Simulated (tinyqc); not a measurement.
Effective work function and flat-band voltage of a metal/high-k/SiO2/Si stack with a dipole layer: one step. Where the gate Fermi level points.

Parameters, chosen for this exercise (out of a larger set: a stack on Si capped with a magnesium-like oxide; not measured data): chi = 4.055 eV (electron affinity of the channel); Eg = 1.114 eV (gap of the channel).

EWF = 4.193078 eV
EOT = 13.1019 angstrom

Problem. Position (EWF - chi)/Eg, 0 at the conduction and 1 at the valence edge; distances to both edges and to mid-gap; capacitance C = 3.9 eps0/EOT with eps0 = 8.8541878e-12 F/m.

Give: position; EWF - chi, chi + Eg - EWF, EWF - mid-gap; C.

Solution.

position = 0.124

EWF - chi, chi + Eg - EWF, EWF - mid-gap (eV): 0.138  0.976  -0.419

C = 2.636 microF/cm^2

EWF lies within 0.2 eV of the conduction edge, as a low-threshold bulk n-channel gate needs.

tinyqc: `OMP_NUM_THREADS=1 python tinyqc.py 1850556 1850557 out.jsonl`; about 0.01 s, one thread, shared Intel(R) Xeon(R) Processor @ 2.30GHz.
